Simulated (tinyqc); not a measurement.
Inside a calculation: Franz-Keldysh effect at a direct gap. Values are carried at full precision from step to step, so a last printed digit may differ when a step is redone from the rounded ones.

Parabolic bands, vertical transitions, no excitons. For each hole band j: mr = me mj/(me + mj); joint density of states J_j(E) = (mr/c)^(3/2) sqrt(E - Eg)/(2 pi^2), both spins, c = hbar^2/2m0; averaged matrix element |e.p|^2 = m0 Ep/6; alpha_j(E) = 4 pi^2 alpha_f c Ep J_j/(3 nr E) in 1/angstrom (alpha_f the fine-structure constant, listed as alpha among the constants), times 1e8 for 1/cm.

In a field Fd (1 kV/cm = 1e-5 V/angstrom) the electro-optic energy of band j is th = (c (e Fd)^2/mr)^(1/3), and sqrt(E - Eg) in J_j is replaced by pi sqrt(th) [Ai'(b)^2 - b Ai(b)^2] with b = (Eg - E)/th; Ai is the Airy function.

Constants: hbar^2/2m0 = 3.80998211 eV angstrom^2; fine-structure constant alpha = 0.007297352564.

Parameters, chosen for this exercise (near those of GaAs; the results hold for these values, not for the real material): Eg = 1.414 eV (direct gap); me = 0.0644 m0 (electron mass); mhh = 0.481 m0 (heavy-hole mass); mlh = 0.0794 m0 (light-hole mass); Ep = 26.7 eV (Kane energy); nr = 3.62 (refractive index); Fd = 160 kV/cm (uniform field); E = 1.394 eV (photon energy); L = 250 micrometre (length of a waveguide).

## Electro-optic energy and length

For each hole band give mr, th and the length th/(e Fd).

Scales:
```
hole   mr (m0)  th (meV)  length (angstrom)
heavy  0.05680    55.584               34.7
light  0.03556    64.974               40.6
```

The light-hole pair has th larger by a factor 1.169, the cube root of the ratio of reduced masses.

## Airy factors at E

Ai is the Airy function, th the electro-optic energy of each hole band from the table (its other columns are not needed here), b = (Eg - E)/th with th in eV; the factor takes the place of sqrt(E - Eg) in the joint density of states.

Form b, Ai(b), Ai'(b) and the factor pi sqrt(th) [Ai'^2 - b Ai^2] for each band, beside sqrt(E - Eg) (zero below the gap).

Factors:
```
hole        b   Ai(b)   Ai'(b)  factor (eV^(1/2))  without field
heavy  0.3598  0.2643  -0.2398            0.02397         0.0000
light  0.3078  0.2769  -0.2445            0.02897         0.0000
```

## Absorption with and without the field

Put the factors in place of sqrt(E - Eg) in alpha_j and add the bands; a waveguide of length L changes its transmission by 4.343 (alpha(F) - alpha(0)) L dB.

alpha_j in the field (1/cm): heavy 428, light 256

alpha(F) = 684 1/cm
alpha(0) = 0 1/cm
change of loss = 74.3 dB

Below the gap the field opens a tail where this model has no absorption; excitons and band tails absorb within some 10 to 20 meV of a real edge. Excitons, which add a sharp peak at low field, are left out.

## Checks

- Airy factor at b = -40 against the zero-field limit sqrt(-b): 6.33 against 6.32.

Computed by tinyqc, a small Python program: `OMP_NUM_THREADS=1 python tinyqc.py 1680297 1680298 out.jsonl` (the numbers bound the seed that draws the inputs); one thread of a shared host (Intel(R) Xeon(R) Processor @ 2.30GHz), about 0.01 s for the whole set of steps.
